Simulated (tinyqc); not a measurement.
Inside a calculation. Method: Hartree-Fock atom on a uniform radial grid, spin-unpolarised, for Li+. Computed by tinyqc, a small Python program that keeps every step. Settings: Z = 3, points = 256, R = 8.3, functional = hf2, mixing = 0.6, iteration cap = 72. Command: `OMP_NUM_THREADS=1 python tinyqc.py 26396 26397 out.jsonl` (the two numbers bound the seeds that draw the settings). One thread of a shared host (Intel(R) Xeon(R) Processor @ 2.60GHz), about 0.3 s of CPU time with the checks. Later iterations appear only in the table of the cycle.

## Iteration 1

Spherical atom on a uniform radial grid r_j = j h with h = R/(N + 1), h sum u^2 = 1 and integrals as h times sums, u(0) = u(R) = 0 (atomic units):
```
parameter           value
Z                       3
points N              256
R                8.300000
h                0.032296
mixing           0.600000
electrons in 1s         2
```

Three-point differences turn -u''/2 + [l(l+1)/2r^2 - Z/r + V] u = e u into a tridiagonal matrix (diagonal 1/h^2 + potential, off-diagonal -1/2h^2). D = sum f u^2; the Hartree potential y/r solves y'' = -D/r with y(0) = 0, y(R) = N_e; for two electrons in one orbital exchange is -V_H/2 (Hartree-Fock); E = sum f e - int D V + int D (V_H/2 + eps_xc); V(new) = V + mixing (V_H + v_xc - V).

eigenvalues (hartree): 1s -4.489489

Every 16th grid point:
```
r             V in     u(1s)         D       V_H       v_xc
0.516732  0.000000  1.139647  2.597590  3.425111  -1.712555
1.033463  0.000000  0.484851  0.470161  1.919051  -0.959525
1.550195  0.000000  0.154706  0.047868  1.289488  -0.644744
2.066926  0.000000  0.043879  0.003851  0.967591  -0.483796
2.583658  0.000000  0.011667  0.000272  0.774095  -0.387048
3.100389  0.000000  0.002978  0.000018  0.645080  -0.322540
3.617121  0.000000  0.000739  1.09e-06  0.552926  -0.276463
4.133852  0.000000  0.000180  6.46e-08  0.483810  -0.241905
4.650584  0.000000  0.000043  3.70e-09  0.430054  -0.215027
5.167315  0.000000  0.000010  2.07e-10  0.387048  -0.193524
5.684047  0.000000  2.38e-06  1.13e-11  0.351862  -0.175931
6.200778  0.000000  5.52e-07         0  0.322540  -0.161270
6.717510  0.000000  1.27e-07         0  0.297729  -0.148865
7.234241  0.000000  2.91e-08         0  0.276463  -0.138231
7.750973  0.000000  6.36e-09         0  0.258032  -0.129016
8.267704  0.000000  2.55e-10         0  0.241905  -0.120953
```

total energy = -7.10574184 hartree

## Iteration 2

As before.

eigenvalues (hartree): 1s -3.387388

Every 16th grid point:
```
r             V in     u(1s)         D       V_H       v_xc
0.516732  1.027533  1.126104  2.536221  3.322007  -1.661004
1.033463  0.575715  0.551019  0.607244  1.908137  -0.954069
1.550195  0.386846  0.207779  0.086344  1.288572  -0.644286
2.066926  0.290277  0.070437  0.009923  0.967522  -0.483761
2.583658  0.232229  0.022519  0.001014  0.774090  -0.387045
3.100389  0.193524  0.006937  0.000096  0.645080  -0.322540
3.617121  0.165878  0.002083  0.000009  0.552926  -0.276463
4.133852  0.145143  0.000614  7.53e-07  0.483810  -0.241905
4.650584  0.129016  0.000178  6.35e-08  0.430054  -0.215027
5.167315  0.116114  0.000051  5.24e-09  0.387048  -0.193524
5.684047  0.105559  0.000015  4.24e-10  0.351862  -0.175931
6.200778  0.096762  4.11e-06  3.38e-11  0.322540  -0.161270
6.717510  0.089319  1.15e-06         0  0.297729  -0.148865
7.234241  0.082939  3.20e-07         0  0.276463  -0.138231
7.750973  0.077410  8.35e-08         0  0.258032  -0.129016
8.267704  0.072572  3.67e-09         0  0.241905  -0.120953
```

total energy = -7.20400339 hartree

## Iteration 3

As before.

eigenvalues (hartree): 1s -3.000725

Every 16th grid point:
```
r             V in     u(1s)         D       V_H       v_xc
0.516732  1.407616  1.117800  2.498956  3.279892  -1.639946
1.033463  0.802727  0.574014  0.658983  1.902607  -0.951303
1.550195  0.541310  0.229985  0.105786  1.287988  -0.643994
2.066926  0.406368  0.083310  0.013881  0.967466  -0.483733
2.583658  0.325118  0.028548  0.001630  0.774085  -0.387043
3.100389  0.270934  0.009443  0.000178  0.645079  -0.322540
3.617121  0.232229  0.003048  0.000019  0.552926  -0.276463
4.133852  0.203200  0.000967  1.87e-06  0.483810  -0.241905
4.650584  0.180622  0.000302  1.83e-07  0.430054  -0.215027
5.167315  0.162560  0.000094  1.75e-08  0.387048  -0.193524
5.684047  0.147782  0.000029  1.65e-09  0.351862  -0.175931
6.200778  0.135467  0.000009  1.52e-10  0.322540  -0.161270
6.717510  0.125046  2.64e-06  1.39e-11  0.297729  -0.148865
7.234241  0.116114  7.90e-07         0  0.276463  -0.138231
7.750973  0.108373  2.20e-07         0  0.258032  -0.129016
8.267704  0.101600  9.98e-09         0  0.241905  -0.120953
```

total energy = -7.21618016 hartree

## Convergence

Stop when input and output potentials agree to 1e-7.

Course of the cycle (hartree):
```
iteration            E      e(1s)  largest |V(out) - V(in)|
1          -7.10574184  -4.489489                  2.99e+00
2          -7.20400339  -3.387388                  9.90e-01
3          -7.21618016  -3.000725                  3.23e-01
4          -7.21745220  -2.863156                  1.05e-01
5          -7.21757685  -2.813446                  3.50e-02
6          -7.21758900  -2.795195                  1.25e-02
7          -7.21759022  -2.788394                  4.65e-03
8          -7.21759035  -2.785826                  1.77e-03
9          -7.21759037  -2.784846                  6.85e-04
10         -7.21759037  -2.784469                  2.67e-04
11         -7.21759037  -2.784322                  1.05e-04
12         -7.21759037  -2.784265                  4.11e-05
13         -7.21759037  -2.784242                  1.62e-05
14         -7.21759037  -2.784234                  6.41e-06
15         -7.21759037  -2.784230                  2.53e-06
16         -7.21759037  -2.784229                  1.00e-06
17         -7.21759037  -2.784228                  3.98e-07
18         -7.21759037  -2.784228                  1.58e-07
19         -7.21759037  -2.784228                  6.26e-08
```

Converged in 19 iterations. A uniform grid resolves the cusp poorly: for a bare nucleus this grid gives 1s at -4.48949 against -Z^2/2 = -4.5 hartree. Before convergence this energy mixes input and output and is not variational, so it may rise towards its limit.
